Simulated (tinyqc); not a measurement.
Tight-binding t2g bands of a cubic perovskite: one step. The Hamiltonian. Two cases, with inputs chosen for the exercise.

Task: Add the spin-orbit term; + and - are the spin along z.

Orbitals yz, zx, xy (X, Y, Z below) times spin. E_xy = Dt + 2t (2 - cos x - cos y) + 2 td (1 - cos z) + 4 t2 (1 - cos x cos y) with x = kx a and so on; yz and zx follow by cyclic change, without Dt. Spin-orbit term -(Dso/3) L.sigma + Dso/3 with (L_k)_ij = -i epsilon_kij in X, Y, Z: for Dt = 0 the quartet lies at 0 and the doublet at Dso.

Give: H(k).

Case 1.

Values chosen (out of a larger set: of the size met in SrTiO3 and KTaO3; not measured data): Dso = 0.03 eV (spin-orbit splitting at Gamma).

energies (eV): yz 0.084055, zx 0.941652, xy 0.962183

Result:

H(k) (eV):
```
,yz+,zx+,xy+,yz-,zx-,xy-
yz+,0.0941,0.0100i,0,0,0,-0.0100
zx+,-0.0100i,0.9517,0,0,0,0.0100i
xy+,0,0,0.9722,0.0100,-0.0100i,0
yz-,0,0,0.0100,0.0941,-0.0100i,0
zx-,0,0,0.0100i,0.0100i,0.9517,0
xy-,-0.0100,-0.0100i,0,0,0,0.9722
```

Case 2.

Values chosen (out of a larger set: of the size met in SrTiO3 and KTaO3; not measured data): Dso = 0.038 eV (spin-orbit splitting at Gamma).

energies (eV): yz 0.463826, zx 0.542005, xy 0.610366

Result:

H(k) (eV):
```
,yz+,zx+,xy+,yz-,zx-,xy-
yz+,0.4765,0.0127i,0,0,0,-0.0127
zx+,-0.0127i,0.5547,0,0,0,0.0127i
xy+,0,0,0.6230,0.0127,-0.0127i,0
yz-,0,0,0.0127,0.4765,-0.0127i,0
zx-,0,0,0.0127i,0.0127i,0.5547,0
xy-,-0.0127,-0.0127i,0,0,0,0.6230
```

Computed by tinyqc, one run a case: `OMP_NUM_THREADS=1 python tinyqc.py N N+1 out.jsonl` with N = 1481651, 1481944; one thread of a shared Intel(R) Xeon(R) Processor @ 2.30GHz, about 0.01 s a run at most.
